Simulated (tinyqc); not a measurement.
# Changing the test area A

Model: time-dependent dielectric breakdown: cell percolation, Weibull statistics, area scaling and voltage extrapolation. Computed by tinyqc, a small Python program. Command: `OMP_NUM_THREADS=1 python tinyqc.py 3004510 3004511 out.jsonl tddb sweep`. One thread of a shared host (Intel(R) Xeon(R) Processor @ 2.30GHz), about 0.01 s of CPU time with the checks.

The oxide is divided into columns of area a^2, each holding m = t_ox/a cells (m is taken as continuous). A share lambda(t) = (t/t_1)^alpha of the cells is defective, and a column whose cells are all defective breaks down.

Inputs (values chosen for the exercise, for a model gate oxide): oxide thickness t_ox = 3.5 nm; defect cell size a = 1.5 nm; exponent alpha of defect growth = 0.89; time t_1 at which the occupied share would reach 1 = 2.7e+07 s.

Method. Failure fraction F = 1 - (1 - lambda^m)^N with N = A/a^2 columns, which for small lambda^m is 1 - exp(-(t/t63)^beta) with beta = alpha m and t63 = t_1 N^(-1/beta); critical share lambda(t63) = N^(-1/m). 1 um^2 = 1e6 nm^2.

One run for each value:
```
test area A (um^2)  characteristic life t63 (s)  critical share of defective cells
0.001                                1.4333e+06                         7.3320e-02
0.01                                 4.7292e+05                         2.7331e-02
0.1                                  1.5604e+05                         1.0188e-02
1                                    5.1488e+04                         3.7976e-03
10                                   1.6989e+04                         1.4156e-03
100                                  5.6057e+03                         5.2767e-04
1000                                 1.8496e+03                         1.9669e-04
10000                                6.1030e+02                         7.3320e-05
100000                               2.0137e+02                         2.7331e-05
```

Over the rows, characteristic life t63 (s) falls from 1.43e6 to 201 (exponent d ln y / d ln x about -0.48 throughout); critical share of defective cells falls from 0.0733 to 2.73e-5 (exponent d ln y / d ln x about -0.43 throughout). The exponent of t63 is -1/beta = -0.482, which is how area scaling measures beta.

Caution (all rows): t_1 is an input here; in a real oxide it changes with thickness at fixed voltage.
